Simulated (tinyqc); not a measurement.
# Short-channel transistor, virtual-source model with series resistance, step by step

Numbers from tinyqc (`OMP_NUM_THREADS=1 python tinyqc.py 2380145 2380146 out.jsonl`; about 0.02 s on one thread of a shared Intel Xeon 2.30GHz). Printed values are rounded.

The current per gate width is the charge at the top of the source barrier (the virtual source) times its velocity times a saturation function; al and be are fitting constants of the model. Units: I in uA/um, Rs in ohm um, so I Rs = 1e-6 I Rs in volts; Q in uC/cm^2, so I = 1e-4 Q vx0 Fsat with vx0 in cm/s.

Parameters, values chosen for the exercise: temperature T = 273 K; inversion capacitance Cinv = 1.7 uF/cm^2; velocity at the virtual source vx0 = 2.74e7 cm/s; apparent mobility mu = 120 cm^2/(V s); channel length L = 130 nm; threshold at zero drain voltage VT0 = 0.301 V; drain-induced barrier lowering dl = 0.024 V/V; subthreshold factor n0 = 1.46; growth of n with drain voltage nd = 0 1/V; threshold shift (in units of Vt) from weak to strong inversion al = 3.5; sharpness of saturation be = 2; series resistance of each contact Rs = 250 ohm um; gate voltage Vgs = 0.8 V; drain voltage Vds = 0.05 V.

Constants: q = 1.602176634e-19 C, kB = 1.380649e-23 J/K, Vt = kB T/q. Results are converted to the units shown.

## Iteration 1: current through the series resistance

I at the start = 0 uA/um

Intrinsic voltages Vg' = Vgs - I Rs, Vd' = Vds - 2 I Rs. n = n0 + nd Vd', VT = VT0 - dl Vd', Ff = 1/(1 + exp((Vg' - VT + al Vt/2)/(al Vt))), Q = Cinv n Vt ln(1 + exp((Vg' - VT + al Vt Ff)/(n Vt))), Vdsat = (vx0 L/mu)(1 - Ff) + Vt Ff, Fsat = u/(1 + u^be)^(1/be) with u = Vd'/Vdsat, and I(out) = Q vx0 Fsat per width. (Fsat takes the sign of u.) I(new) = I(out).

Vg' = 0.8 V
Vd' = 0.05 V
VT = 0.2998 V
Ff = 0.00139298
Q = 0.850535 uC/cm^2
Vdsat = 2.96423 V
Fsat = 0.0168654
I(out) = 39.3042 uA/um
I after iteration 1 = 39.3042 uA/um

## Iteration 2: current through the series resistance

As before.

Vg' = 0.790174 V
Vd' = 0.0303479 V
VT = 0.300272 V
Ff = 0.00157827
Q = 0.833055 uC/cm^2
Vdsat = 2.96369 V
Fsat = 0.0102394
I(out) = 23.3721 uA/um
I after iteration 2 = 23.3721 uA/um

## Course of the iteration: current through the series resistance

Stop when I changes by less than 1e-7 uA/um, or after 30 iterations.

Course of the iteration:

| iteration | I (uA/um) | \|change\| (uA/um) |
|---|---|---|
| 1 | 39.3042 | 39.3 |
| 2 | 23.3721 | 15.9 |
| 3 | 29.7548 | 6.38 |
| 4 | 27.1854 | 2.57 |
| 5 | 28.2178 | 1.03 |
| 6 | 27.8027 | 0.415 |
| 7 | 27.9695 | 0.167 |
| 8 | 27.9024 | 0.0671 |
| 9 | 27.9294 | 0.0270 |
| ... | ... | ... |
| 15 | 27.9217 | 1.14e-4 |
| 16 | 27.9217 | 4.58e-5 |
| 17 | 27.9217 | 1.84e-5 |
| 18 | 27.9217 | 7.39e-6 |
| 19 | 27.9217 | 2.97e-6 |
| 20 | 27.9217 | 1.19e-6 |
| 21 | 27.9217 | 4.80e-7 |
| 22 | 27.9217 | 1.93e-7 |
| 23 | 27.9217 | 7.76e-8 |

Converged in 23 iterations. At the end each change is about 0.40 times the one before, with alternating sign: linear convergence.

## What the series resistance costs

converged I = 27.9217 uA/um
I0 = 39.3042 uA/um

Intrinsic voltages Vg' = Vgs - I Rs, Vd' = Vds - 2 I Rs. n = n0 + nd Vd', VT = VT0 - dl Vd', Ff = 1/(1 + exp((Vg' - VT + al Vt/2)/(al Vt))), Q = Cinv n Vt ln(1 + exp((Vg' - VT + al Vt Ff)/(n Vt))), Vdsat = (vx0 L/mu)(1 - Ff) + Vt Ff, Fsat = u/(1 + u^be)^(1/be) with u = Vd'/Vdsat, and I = Q vx0 Fsat per width. I0 is the current for Rs = 0. Effective velocity I/Q; transit time L Q/I.

loss against I0 = 28.9601 %
effective velocity = 3.33148e5 cm/s
transit time = 39.0217 ps

The carriers leave the virtual source at 1.22 % of vx0: Vd' is not large against Vdsat.
